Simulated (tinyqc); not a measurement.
Changing the frequency f: oxide trap near a transistor channel: two-state multiphonon kinetics, telegraph noise and bias instability. Computed by tinyqc, a small Python program. Command: `OMP_NUM_THREADS=1 python tinyqc.py 3005874 3005875 out.jsonl oxidetrap sweep`. One thread of a shared host (Intel(R) Xeon(R) Processor @ 2.30GHz), about 0.01 s of CPU time with the checks.

An n-channel device under positive gate bias. The trap is empty (state 1) or holds an electron (state 2); both states are parabolas of equal curvature, and the electron reservoir is taken at the Fermi level of the channel.

Inputs (values chosen for the exercise, with an insulator like SiO2 on silicon):

| quantity | value | unit |
|---|---|---|
| insulator constant eps_ox | 3.96 | - |
| insulator thickness t_ox | 1.6 | nm |
| trap depth x from the interface | 0.35 | nm |
| tunnel barrier phi_b | 3.19 | eV |
| tunnelling mass m_ox | 0.46 | m_0 |
| trap level above E_F at zero field E_t | 0.051 | eV |
| relaxation energy E_R | 0.96 | eV |
| oxide field F | 4.7 | MV/cm |
| attempt rate k_0 at the interface | 1e+11 | 1/s |
| temperature T | 200 | K |
| channel width W | 110 | nm |
| channel length L | 46 | nm |

Parts treated: one trap.

Constants: hbar^2/(2 m_0) = 3.80998212 eV angstrom^2; k_B = 8.617333262e-05 eV/K; e = 1.602176634e-19 C; eps_0 = 8.8541878128e-12 F/m.

Method:
- kappa = sqrt(2 m_ox phi_b)/hbar = sqrt(m_ox phi_b/(hbar^2/2m_0)); attenuation length lambda = 1/(2 kappa); factor exp(-x/lambda) for a rectangular barrier.
- E_21 = E_t - e F x is the energy of state 2 over state 1; barriers E_c = (E_R + E_21)^2/(4 E_R), E_e = E_c - E_21; tau_c = exp(E_c/k_B T)/(k_0 P), tau_e = exp(E_e/k_B T)/(k_0 P), P the tunnelling factor; occupation f_2 = tau_e/(tau_c + tau_e); 1/tau_0 = 1/tau_c + 1/tau_e.
- Charge-sheet step dV = e (t_ox - x)/(eps_ox eps_0 W L); Lorentzian spectrum S(f) = 4 dV^2 tau_0^2/((tau_c + tau_e)(1 + (2 pi f tau_0)^2)); corner 1/(2 pi tau_0); variance dV^2 f_2 (1 - f_2) = dV^2 tau_0/(tau_c + tau_e).

One run for each value:

| frequency f (Hz) | S(f) (V^2/Hz) | corner frequency (Hz) |
|---|---|---|
| 1.00e-02 | 2.719e-13 | 4107 |
| 1.00e-01 | 2.719e-13 | 4107 |
| 1.00e+00 | 2.719e-13 | 4107 |
| 1.00e+01 | 2.719e-13 | 4107 |
| 1.00e+02 | 2.717e-13 | 4107 |
| 1.00e+03 | 2.566e-13 | 4107 |
| 1.00e+05 | 4.578e-16 | 4107 |
| 1.00e+06 | 4.585e-18 | 4107 |

Give the missing row, frequency f (Hz) = 1.00e+04.

Computed row:
```
frequency f (Hz)  S(f) (V^2/Hz)  corner frequency (Hz)
1.00e+04              3.924e-14                   4107
```

Interpolating between the two neighbouring rows (the first column on a logarithmic scale, the others too where they are positive) misses most in S(f) (V^2/Hz), by 72 %. Over the rows, S(f) (V^2/Hz) falls from 2.72e-13 to 4.59e-18. At the high end the exponent of S(f) is -2.00, close to -2: the tail of a Lorentzian. At the low end the exponent of S(f) is 0.00, close to 0: the plateau of a Lorentzian.
